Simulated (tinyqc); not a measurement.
Worked calculation: plane-wave Kohn-Sham cycle with exchange-only LDA in a layered model solid. Computed by tinyqc, a small Python program that keeps every step. Settings: points = 16, plane-wave index or count = 2, electrons = 2, k points = 1, area = 38.0, mixing = 0.1, iteration cap = 80. Command: `OMP_NUM_THREADS=1 python tinyqc.py 25175 25176 out.jsonl` (the two numbers bound the seeds that draw the settings). One thread of a shared host (Intel(R) Xeon(R) Processor @ 2.60GHz), about 0.03 s of CPU time with the checks.

A solid whose potential varies along x alone (atomic units):
```
parameter,value
period a,16.100000
cross-section of the cell,38.000000
electrons per cell,2
grid points,16
"plane waves -n..n, n",2
k points,1
V1 in V1 cos(2 pi x/a),-0.230000
```

Stop when sqrt(dV sum R^2) is below 1e-8, dV = a A/N.

Course of the cycle:
```
iteration,E (hartree),norm of the residual
1,-0.501321,1.01e-01
2,-0.448341,8.74e-02
3,-0.407453,7.45e-02
4,-0.376934,6.23e-02
5,-0.355071,5.09e-02
6,-0.340227,4.03e-02
7,-0.330828,3.09e-02
8,-0.325365,2.29e-02
9,-0.322475,1.68e-02
10,-0.321078,1.26e-02
11,-0.320449,9.97e-03
...,...,...
70,-0.319899,1.47e-05
71,-0.319899,1.32e-05
72,-0.319899,1.18e-05
73,-0.319899,1.06e-05
74,-0.319899,9.48e-06
75,-0.319899,8.49e-06
76,-0.319899,7.61e-06
77,-0.319899,6.81e-06
78,-0.319899,6.10e-06
79,-0.319899,5.47e-06
80,-0.319899,4.90e-06
```

Can the last value be used, and what does the course show?

Not by the stop rule, although the second column moves by less than 1e-07 over the last three steps. Not converged within 80 iterations: the residual falls steadily but slowly, by a factor of about 0.90 a step. Reruns (cap 100 unless said): mixing 0.5, Kerker q0 1.0: converged in 95 (E = -0.31990); mixing 0.3, Pulay depth 5: converged in 14 (E = -0.31990); the original settings with a cap of 400: converged in 137 (E = -0.31990).
